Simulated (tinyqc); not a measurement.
p-n diode with diffusion and depletion-layer recombination: two steps of the calculation.

Abrupt junction in the depletion approximation, low injection, full ionisation, neutral widths fixed, ohmic contact on the p side. Vj is the junction voltage; where a series resistance Rs is given, V = Vj + J Rs is the terminal voltage.

Values chosen for this exercise; band and dielectric values those of a made-up semiconductor: temperature T = 293 K; band gap Eg = 0.829 eV; relative permittivity eps_r = 17.8; conduction-band density of states at T Nc = 2.36e17 cm^-3; valence-band density of states at T Nv = 8.28e18 cm^-3; acceptor density Na = 1.6e17 cm^-3; donor density Nd = 3e16 cm^-3; electron mobility in the p side mun = 4900 cm^2/(V s); hole mobility in the n side mup = 280 cm^2/(V s); electron lifetime tn = 8e-9 s; hole lifetime tp = 4e-6 s; neutral width of the p side wp = 0.23 um; neutral width of the n side wn = 7.4 um; recombination velocity at the n contact Sp = 1e7 cm/s; trap level above the intrinsic level Et = 0 eV; junction voltage at which recombination is evaluated Vj = 0.29 V.

Constants: q = 1.602176634e-19 C, kB = 1.380649e-23 J/K, Vt = kB T/q, eps0 = 8.8541878128e-14 F/cm where lengths are in cm. Results are converted to the units shown.

Task 1. Diffusion lengths and saturation currents. ni = sqrt(Nc Nv) exp(-Eg/(2 Vt)), Eg in volts; D = mu Vt; Ln = sqrt(Dn tn), Lp = sqrt(Dp tp); J0n = q ni^2 Dn coth(wp/Ln)/(Ln Na); J0p = (q ni^2 Dp/(Lp Nd)) (s + tanh(wn/Lp))/(1 + s tanh(wn/Lp)), s = Sp Lp/Dp.

Wanted: ni; Ln; Lp; J0n; J0p.

Result 1.

ni = 1.037e11 cm^-3
Ln = 9.949 um
Lp = 53.18 um
J0n = 5.794e-8 A/cm^2
J0p = 5.518e-10 A/cm^2

wp/Ln = 0.023 and wn/Lp = 0.14; electrons carry 99.1 % of the diffusion current.

Task 2. Recombination in the depleted layer. ni = sqrt(Nc Nv) exp(-Eg/(2 Vt)), Eg in volts. Vbi = Vt ln(Na Nd/ni^2), W = sqrt(2 eps0 eps_r (Vbi - Vj)(1/Na + 1/Nd)/q), xp = W Nd/(Na + Nd), xn = W Na/(Na + Nd); u(x) = q Na (x + xp)^2/(2 eps0 eps_r) for x < 0 and Vbi - Vj - q Nd (xn - x)^2/(2 eps0 eps_r) for x > 0; p = Na exp(-u/Vt), n = Nd exp((u - Vbi + Vj)/Vt); U = ni^2 (exp(Vj/Vt) - 1)/(tp (n + ni exp(Et/Vt)) + tn (p + ni exp(-Et/Vt))); J_scr = q times the integral of U from -xp to xn. Trapezoid rule on 12 equal steps.

Wanted: W; x; u; n; p; U; J_scr.

Result 2.

W = 173.7 nm

```
point  x (nm)   u (V)  n (cm^-3)  p (cm^-3)  U (cm^-3 s^-1)
0       -27.4  0.0000    6.542e9   1.600e17        8.174e17
1       -12.9  0.0170   1.284e10   8.150e16        1.604e18
2         1.5  0.0679   9.633e10   1.087e16        1.193e19
3        16.0  0.1286   1.065e12   9.825e14        8.349e19
4        30.5  0.1829   9.149e12   1.144e14        2.760e19
5        44.9  0.2308   6.101e13   1.716e13        4.280e18
6        59.4  0.2723   3.159e14   3.314e12        8.281e17
7        73.9  0.3074   1.270e15   8.242e11        2.060e17
8        88.4  0.3362   3.964e15   2.640e11        6.600e16
9       102.8  0.3585   9.610e15   1.089e11        2.723e16
10      117.3  0.3745   1.809e16   5.787e10        1.447e16
11      131.8  0.3841   2.644e16   3.959e10        9.898e15
12      146.2  0.3873   3.000e16   3.489e10        8.722e15
```

J_scr = 3.025e-5 A/cm^2

Program tinyqc, `OMP_NUM_THREADS=1 python tinyqc.py 2260107 2260108 out.jsonl`; Intel Xeon 2.30GHz, shared host, one thread, about 0.01 s.
